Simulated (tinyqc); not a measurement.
Free and trapped electrons in a MOS channel with a dense trap tail: effect of the temperature.

p-type body, charge-sheet picture, full ionisation (an idealisation for deep acceptors), Boltzmann statistics for free electrons. e = Ec - EF at the surface. Acceptor-like traps of density D(E) = D0 + De exp(-E/Ew) at depth E below Ec, from 0 to Eu, hold n_t = integral of D(E)/(1 + exp((e - E)/Vt)). psi = Eg - Vt ln(Nv/Na) - e; N_dep = sqrt(2 eps0 eps_r Na (psi - Vt)/q); n_f = sqrt(N_dep^2 + 2 eps0 eps_r Vt Nc exp(-e/Vt)/q) - N_dep; Vg = Vfb + psi + q (N_dep + n_t + n_f)/Cox, Cox = eps0 eox/tox.

Nc and Nv are given at 300 K and scale as (T/300 K)^1.5; Eg, Vfb and mf are held fixed. VT is the Vg for n_f = 1e11 cm^-2; swing ln 10 n_f/(dn_f/dVg) at n_f = 1e8 cm^-2; the last three columns are for Vg = VT + 2.9 V, with free share n_f/(n_f + n_t) and field-effect mobility mf q (dn_f/dVg)/Cox; there EF is near the band edge, where Boltzmann statistics are rough.

Values chosen for this exercise; band and dielectric values close to those of 4H silicon carbide:
- Eg = 3.21 eV (band gap)
- eps_r = 9.76 (relative permittivity)
- Nc = 1.67e19 cm^-3 (conduction-band density of states at the reference temperature)
- Nv = 2.46e19 cm^-3 (valence-band density of states at the reference temperature)
- eox = 3.9 (relative permittivity of the insulator)
- tox = 36 nm (insulator thickness)
- Na = 5.2e15 cm^-3 (acceptor density)
- Vfb = -2.02 V (flat-band voltage without trapped charge)
- D0 = 1.4e10 cm^-2 eV^-1 (constant background density of acceptor-like traps)
- De = 6.2e12 cm^-2 eV^-1 (density of the tail at the conduction edge)
- Ew = 0.11 eV (decay energy of the tail)
- Eu = 0.6 eV (depth below Ec down to which the traps reach)
- mf = 230 cm^2/(V s) (mobility of free electrons)

Constants: q = 1.602176634e-19 C, kB = 1.380649e-23 J/K, Vt = kB T/q, eps0 = 8.8541878128e-14 F/cm where lengths are in cm. Results are converted to the units shown.

Effect of the temperature:
columns A: T (K); B: e at VT (eV); C: VT (V); D: q n_t/Cox at VT (V); E: swing (mV/decade); F: n_f (cm^-2); G: free share (%); H: field-effect mobility (cm^2/(V s))
```
A          B      C       D      E         F      G      H
200  0.05014  2.606  0.7489  136.0  1.588e12  70.82  221.0
250  0.07492  2.397  0.6135  127.2  1.528e12  71.07  215.6
300   0.1020  2.200  0.4945  120.0  1.488e12  71.92  210.2
350   0.1310  2.018  0.3937  116.5  1.464e12  73.25  205.8
400   0.1616  1.850  0.3104  116.8  1.452e12  74.91  202.4
450   0.1938  1.695  0.2427  120.3  1.449e12  76.76  200.1
500   0.2273  1.551  0.1885  125.9  1.451e12  78.69  198.7
550   0.2620  1.416  0.1455  132.4  1.457e12  80.62  197.9
```

What does the table show?

As T goes from 200 to 550, VT falls from 2.61 to 1.42 V, its part due to traps falls from 0.749 to 0.145 V, the swing goes from 136 through a minimum of 116 (at T = 350 among the rows listed) to 132 mV/decade and the field-effect mobility falls from 221 to 198 cm^2/(V s). On heating the same n_f is reached with EF deeper in the gap, where fewer tail states are filled.

tinyqc, about 0.02 s, one thread, Intel Xeon 2.30GHz (shared host): `OMP_NUM_THREADS=1 python tinyqc.py 2222216 2222217 out.jsonl`
